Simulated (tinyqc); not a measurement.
# Which input was changed?

Model: Deal-Grove kinetics of thermal oxidation of silicon. Computed by tinyqc, a small Python program. Command: `OMP_NUM_THREADS=1 python tinyqc.py 3008481 3008482 out.jsonl oxide which`. One thread of a shared host (Intel(R) Xeon(R) Processor @ 2.30GHz), about 0.8 s of CPU time with the checks.

Oxidant diffuses through the oxide and reacts at the interface, so that dx/dt = B/(A + 2x) for the oxide thickness x.

Inputs (values chosen for the exercise, close to those used for silicon): prefactor B0 = 334 um^2/h; activation energy E_B = 0.779 eV; prefactor (B/A)0 = 1.68e+08 um/h; activation energy E_A = 2.04 eV; temperature T = 925 C; oxidant pressure p = 0.25 atm; pressure exponent m of B/A = 1; initial oxide x_i = 0.05 um; time t = 3.5 h; field oxide beside the window x_f = 0.71 um.

Ambient: steam. Surface: (111). Extension: masking step.

Constants: k_B = 8.617333262e-05 eV/K.

Method:
- B = B0 p exp(-E_B/(k_B T)), B/A = (B/A)0 p^m exp(-E_A/(k_B T)), p in atm; A = B/(B/A).
- Temperatures in kelvin are T(C) + 273.15.
- tau = (x_i^2 + A x_i)/B and x = (A/2) [sqrt(1 + 4 B (t + tau)/A^2) - 1], the root of x^2 + A x = B (t + tau).
- Silicon consumed is 0.44 times the oxide grown; the rate is B/(A + 2x).
- The same oxidation acts on the field oxide, with x_f in place of x_i. Each region consumes 0.44 times the oxide it grows; the step in the silicon surface is the difference, and the step in the oxide surface is (x_f(new) - 0.44 growth) against the same for the window, counted from the silicon surface before this oxidation.

Task: One of these inputs alone was changed, within the range given: activation energy E_A (1.6 to 2.4); oxidant pressure p (0.125 to 0.5); initial oxide x_i (0.025 to 0.1); time t (1.75 to 7). Which one, and to what value?

Results:
```
run     step in the silicon (um)  oxide thickness x (um)  final growth rate (um/h)
before                0.05918139               0.2657665                0.04737581
after                 0.07095437               0.3182417                0.04258094
```

Result:

Each candidate set to reproduce step in the silicon, and what it then gives:
```
candidate                   range searched  value needed  oxide thickness x (um)  final growth rate (um/h)
activation energy E_A (eV)      1.6 to 2.4         2.001                 0.29799                  0.050684
oxidant pressure p (atm)      0.125 to 0.5        0.3336                 0.31824                  0.056815
initial oxide x_i (um)        0.025 to 0.1  out of reach                       -                         -
time t (h)                       1.75 to 7         4.670                 0.31824                  0.042581
```

Only time t fits every result: it went from 3.5 to 4.67 h. The next best candidate, activation energy E_A, misses one result by 19 %.
